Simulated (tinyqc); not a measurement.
Worked calculation: CCD on RHF in the sto-3g basis, for H3+, spin multiplicity 1. Computed by tinyqc, a small Python program that keeps every step (integrals from PySCF). Settings: charge = 1, multiplicity = 1, basis = sto-3g, method = RHF, energy threshold = 1e-10, iteration cap = 86, orthogonalisation = symmetric, start = core, DIIS depth = 6, amplitude equations = CCD, DIIS depth for amplitudes = 6, cap on updates = 55. Command: `OMP_NUM_THREADS=1 python tinyqc.py 28082 28083 out.jsonl` (the two numbers bound the seeds that draw the settings). One thread of a shared host (Intel(R) Xeon(R) Processor @ 2.60GHz), about 0.05 s of CPU time with the checks. The early iterations of the SCF are left out here.

## One-electron integrals

Geometry (angstrom):

| atom | x | y | z |
|---|---|---|---|
| H | 0.000000 | 0.000000 | 0.000000 |
| H | 0.000000 | 0.000000 | 0.971000 |
| H | 0.000000 | 1.062000 | 0.098000 |

Basis sto-3g: exponents (1/bohr^2) and contraction coefficients of normalised primitives:

| element | l (shell) | exponent | coefficient |
|---|---|---|---|
| H | s (1) | 3.425251 | 0.154329 |
| H | s (1) | 0.623914 | 0.535328 |
| H | s (1) | 0.168855 | 0.444635 |

Overlap, kinetic and nuclear-attraction integrals over the contracted functions; the nuclear repulsion is the sum of Za Zb / Rab.

nuclear repulsion = 1.42607976 hartree

overlap S, lower triangle:
```
          1H 1s     2H 1s     3H 1s
1H 1s  1.000000
2H 1s  0.513729  1.000000
3H 1s  0.458177  0.306215  1.000000
```

kinetic energy T (hartree), lower triangle:
```
          1H 1s     2H 1s     3H 1s
1H 1s  0.760032
2H 1s  0.122424  0.760032
3H 1s  0.088464  0.022867  0.760032
```

nuclear attraction V (hartree), lower triangle:
```
           1H 1s      2H 1s      3H 1s
1H 1s  -2.237264
2H 1s  -1.064440  -2.135107
3H 1s  -0.927481  -0.594321  -2.093331
```

core Hamiltonian H = T + V (hartree), lower triangle:
```
           1H 1s      2H 1s      3H 1s
1H 1s  -1.477232
2H 1s  -0.942016  -1.375075
3H 1s  -0.839017  -0.571453  -1.333299
```

## Two-electron integrals

Functions are numbered as in S; the eight-fold symmetry (ij|kl) = (ji|kl) = (kl|ij) leaves the list below.

Two-electron integrals (ij|kl) in chemists' order, unique and non-zero (hartree):
```
(11|11) 0.774606   (21|11) 0.322916   (21|21) 0.170264   (22|11) 0.487590
(22|21) 0.322916   (22|22) 0.774606   (31|11) 0.279659   (31|21) 0.125814
(31|22) 0.203336   (31|31) 0.132208   (32|11) 0.158122   (32|21) 0.086743
(32|22) 0.170253   (32|31) 0.077815   (32|32) 0.054763   (33|11) 0.456918
(33|21) 0.219422   (33|22) 0.373397   (33|31) 0.279659   (33|32) 0.170253
(33|33) 0.774606
```

## Orthogonalisation

S = U s U^T; symmetric (Loewdin) form X = U s^(-1/2) U^T, so that X^T S X = 1.

eigenvalues of S: 0.445232  0.697051  1.857717

X, lower triangle:
```
           1H 1s      2H 1s     3H 1s
1H 1s   1.197096
2H 1s  -0.286862   1.131705
3H 1s  -0.237725  -0.085561  1.101311
```

## Iteration 5 (converged): orbitals

converged F (hartree), lower triangle:
```
           1H 1s      2H 1s      3H 1s
1H 1s  -0.767693
2H 1s  -0.709358  -0.667040
3H 1s  -0.647626  -0.492449  -0.632338
```

Diagonalise F' = X^T F X, C = X C', fill 1 alpha and 1 beta electrons from the bottom; D = 2 C_occ C_occ^T. Each column has its largest component positive (the first on a tie).

F' = X^T F X (hartree), lower triangle:
```
           1          2          3
1  -0.402133
2  -0.409500  -0.397965
3  -0.352922  -0.180693  -0.412163
```

orbital energies (hartree): MO1 -1.041331, MO2 -0.228254, MO3 0.057323

coefficients C:
```
            MO1        MO2        MO3
1H 1s  0.488606  -0.096482   1.150564
2H 1s  0.401063  -0.758013  -0.796827
3H 1s  0.373916   0.922323  -0.535002
```

D after iteration 5, lower triangle:
```
          1H 1s     2H 1s     3H 1s
1H 1s  0.477471
2H 1s  0.391923  0.321703
3H 1s  0.365395  0.299927  0.279626
```

## Convergence

Stop when the energy changes by less than 1e-10 hartree and every element of the error matrix X^T (F D S - S D F) X is below 3e-06.

Course of the cycle:

| iteration | E (hartree) | change | largest element of the error matrix |
|---|---|---|---|
| 1 | -1.21417451 | - | 9.66e-02 |
| 2 | -1.22254314 | -8.37e-03 | 1.25e-02 |
| 3 | -1.22267881 | -1.36e-04 | 1.61e-05 |
| 4 | -1.22267881 | -2.21e-10 | 1.61e-06 |
| 5 | -1.22267881 | -3.29e-12 | 2.02e-10 |

PySCF RHF in the same basis = -1.22267881 hartree

Converged in 5 iterations.

## Integrals over molecular orbitals

(pq|rs) = sum C_ip C_jq C_kr C_ls (ij|kl), one index at a time.

one-electron integrals over orbitals h = C^T H C (hartree), lower triangle:
```
           1          2          3
1  -1.607428
2   0.015951  -1.127477
3  -0.040982  -0.004941  -0.937287
```

Two-electron integrals over orbitals (pq|rs), unique and non-zero (hartree):
```
(11|11) 0.566097    (21|11) -0.015951   (21|21) 0.143212    (22|11) 0.521218
(22|21) 0.039347    (22|22) 0.605281    (31|11) 0.040982    (31|21) 0.002105
(31|22) -0.068435   (31|31) 0.143696    (32|11) 0.003523    (32|21) -0.107702
(32|22) -0.018717   (32|31) -0.031193   (32|32) 0.101187    (33|11) 0.569153
(33|21) -0.043547   (33|22) 0.491995    (33|31) 0.089567    (33|32) 0.016882
(33|33) 0.628903
```

## CCD: starting amplitudes

t_ij^ab = <ij||ab> / (e_i + e_j - e_a - e_b), whose energy is MP2.

Starting amplitudes (spin orbitals 1a, 1b, ...; amplitudes related by a flip of all spins are not repeated):

| from | to | t |
|---|---|---|
| 1a 1b | 2a 2b | -0.088068 |
| 1a 1b | 3a 3b | -0.065396 |
| 1a 1b | 2a 3b | -0.001101 |

correlation energy = -0.02201427 hartree

## CCD: amplitude update 1

t_ij^ab D_ij^ab are set to the remaining terms of the spin-orbital equations, evaluated with the old amplitudes; for the doubles these are <ij||ab> + 1/2 <ab||ef> t_ij^ef + 1/2 <mn||ij> t_mn^ab + P(ij)P(ab) <mb||ej> t_im^ae + terms in t^2, D the orbital-energy denominators.

Amplitudes after update 1 (spin orbitals 1a, 1b, ...; amplitudes related by a flip of all spins are not repeated):

| from | to | t |
|---|---|---|
| 1a 1b | 2a 2b | -0.116799 |
| 1a 1b | 3a 3b | -0.084311 |
| 1a 1b | 2a 3b | -0.002193 |

correlation energy = -0.02885148 hartree

## CCD: amplitude update 2

As before.

Amplitudes after update 2 (spin orbitals 1a, 1b, ...; amplitudes related by a flip of all spins are not repeated):

| from | to | t |
|---|---|---|
| 1a 1b | 2a 2b | -0.125853 |
| 1a 1b | 3a 3b | -0.089361 |
| 1a 1b | 2a 3b | -0.002829 |

correlation energy = -0.03087644 hartree

## CCD: amplitude update 3

t_ij^ab D_ij^ab are set to the remaining terms of the spin-orbital equations, evaluated with the old amplitudes; for the doubles these are <ij||ab> + 1/2 <ab||ef> t_ij^ef + 1/2 <mn||ij> t_mn^ab + P(ij)P(ab) <mb||ej> t_im^ae + terms in t^2, D the orbital-energy denominators. DIIS then mixes the stored amplitudes.

DIIS coefficients: -0.430846  1.430846

Amplitudes after update 3 (spin orbitals 1a, 1b, ...; amplitudes related by a flip of all spins are not repeated):

| from | to | t |
|---|---|---|
| 1a 1b | 2a 2b | -0.129971 |
| 1a 1b | 3a 3b | -0.091154 |
| 1a 1b | 2a 3b | -0.003276 |

correlation energy = -0.03172569 hartree

## CCD: convergence

E_corr = 1/4 sum <ij||ab> t_ij^ab; stop when the norm of the change is below 1e-8.

Course of the amplitude iterations:

| update | correlation energy (hartree) | norm of the change |
|---|---|---|
| 0 | -0.02201427 | - |
| 1 | -0.02885148 | 6.89e-02 |
| 2 | -0.03087644 | 2.08e-02 |
| 3 | -0.03172569 | 6.34e-03 |
| 4 | -0.03171802 | 4.08e-04 |
| 5 | -0.03172025 | 1.12e-05 |
| 6 | -0.03171943 | 7.13e-06 |
| 7 | -0.03171937 | 9.16e-07 |
| 8 | -0.03171931 | 5.06e-07 |
| 9 | -0.03171931 | 1.83e-09 |

Converged amplitudes (spin orbitals 1a, 1b, ...; amplitudes related by a flip of all spins are not repeated):

| from | to | t |
|---|---|---|
| 1a 1b | 2a 2b | -0.130164 |
| 1a 1b | 3a 3b | -0.090914 |
| 1a 1b | 2a 3b | -0.003390 |

CCD total energy = -1.25439812 hartree

Converged in 9 updates, with DIIS from the third.
